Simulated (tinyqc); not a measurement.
Long-channel MOSFET, surface-potential model: potential, charge and velocity along the channel.

n-channel transistor on a uniformly doped p-type body, gradual-channel approximation, constant mobility, Boltzmann statistics, full ionisation. Potentials are counted from the neutral body; V is the electron quasi-Fermi potential, Vsb at the source and Vsb + Vds at the drain. Charges are magnitudes per area.

ni = sqrt(Nc Nv) exp(-Eg/(2 Vt)), Eg in volts; phiF = Vt ln(Na/ni); Cox = eps0 eox/tox; gamma = sqrt(2 q eps0 eps_r Na)/Cox. The surface potential psi at channel potential V solves Vgs + Vsb - Vfb - psi = gamma sqrt(G), G = psi - Vt + Vt exp((psi - 2 phiF - V)/Vt). Charge sheet: Qi = Cox gamma [sqrt(G) - sqrt(psi - Vt)]; I = mu (W/L) [integral of Qi dpsi from psi_0 to psi_L (drift) + Vt (Qi0 - QiL) (diffusion)], with psi_0 at V = Vsb and psi_L at V = Vsb + Vds. The current is the same at every point, so the place y where the channel potential is Vsb + v follows from y/L = I(Vds = v)/I(Vds); the mean carrier velocity is I/(W Qi).

Parameters, values chosen for the exercise; material values close to those of silicon: temperature T = 300 K; band gap Eg = 1.11 eV; relative permittivity of the semiconductor eps_r = 11.7; conduction-band density of states at T Nc = 2.8e19 cm^-3; valence-band density of states at T Nv = 2.63e19 cm^-3; acceptor density of the body Na = 4.7e17 cm^-3; relative permittivity of the gate insulator eox = 24.9; insulator thickness tox = 45 nm; flat-band voltage Vfb = -0.9 V; channel mobility mu = 110 cm^2/(V s); gate width W = 5 um; gate length L = 10 um; source-body reverse bias Vsb = 2 V; gate-source voltage Vgs = 2.69 V; drain-source voltage Vds = 0.8 V.

Constants: q = 1.602176634e-19 C, kB = 1.380649e-23 J/K, Vt = kB T/q, eps0 = 8.8541878128e-14 F/cm where lengths are in cm. Results are converted to the units shown.

Along the channel:

| v (V) | psi (V) | Qi (nC/cm^2) | y/L | velocity (cm/s) |
|---|---|---|---|---|
| 0.1 | 3.142 | 502.4 | 0.2003 | 5.780e4 |
| 0.2 | 3.238 | 444.5 | 0.3788 | 6.533e4 |
| 0.3 | 3.334 | 387.0 | 0.5354 | 7.504e4 |
| 0.4 | 3.429 | 330.0 | 0.6705 | 8.800e4 |
| 0.5 | 3.524 | 273.6 | 0.7842 | 1.061e5 |
| 0.6 | 3.617 | 217.9 | 0.8767 | 1.333e5 |
| 0.7 | 3.709 | 163.3 | 0.9485 | 1.778e5 |
| 0.8 | 3.799 | 110.4 | 1.000 | 2.631e5 |

Half of the listed voltage range, v = 0.4 V, is reached at y/L = 0.670. The charge falls from 502 to 110 nC/cm^2 over the rows, so the velocity rises by a factor of 4.55 to keep the current constant.

Numbers from tinyqc (`OMP_NUM_THREADS=1 python tinyqc.py 2360006 2360007 out.jsonl`; about 0.04 s on one thread of a shared Intel Xeon 2.30GHz).
